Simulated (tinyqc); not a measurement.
Gas flow in a process chamber: flow regimes, conductance, effective pumping speed, pump-down, outgassing and purge: one step, computed by the program tinyqc.

Ideal gas, isothermal flow, a pump of constant speed at the end of a round pipe; process gas, volume gas and outgassing are given the same properties. 1 sccm = 101325 Pa x 1e-6 m^3/60 s x T/273.15 K.

Problem. Molecular flow. Mean speed c = sqrt(8 k_B T/(pi m)); aperture conductance C_a = c pi d^2/16; molecular pipe C_m = C_a/(1 + 3 l/(4 d)) (Dushman form); viscous pipe C_v = pi d^4 p_mean/(128 eta l); Knudsen interpolation C = C_v + C_m (1 + x)/(1 + 1.24 x), x = d p_mean sqrt(m/(k_B T))/eta. Effective speed 1/S_eff = 1/S + 1/C_m; time constant V/S_eff; pressure at which the free path k_B T/(sqrt2 pi d_m^2 p) equals d.

Inputs (values chosen for the exercise, modelled on oxygen near room temperature): molar mass M = 32 g/mol; molecular diameter = 0.36 nm; temperature T = 350 K; chamber volume V = 54 L; pipe diameter d = 10 cm; pipe length l = 210 cm; pump speed S = 690 L/s.

Constants: k_B = 1.380649e-23 J/K; u = 1.6605390666e-27 kg.

Give: mean speed c; C_a; C_m; S_eff in molecular flow; time constant; pressure where the free path equals d.

Solution.

mean speed c = 481.22 m/s

C_a = 944.88 L/s

C_m = 56.411 L/s

S_eff in molecular flow = 52.147 L/s

time constant = 1.0355 s

pressure where the free path equals d = 0.083923 Pa

The pipe passes on 8 % of the pump speed; a larger pump would gain little, since S_eff cannot exceed C_m.
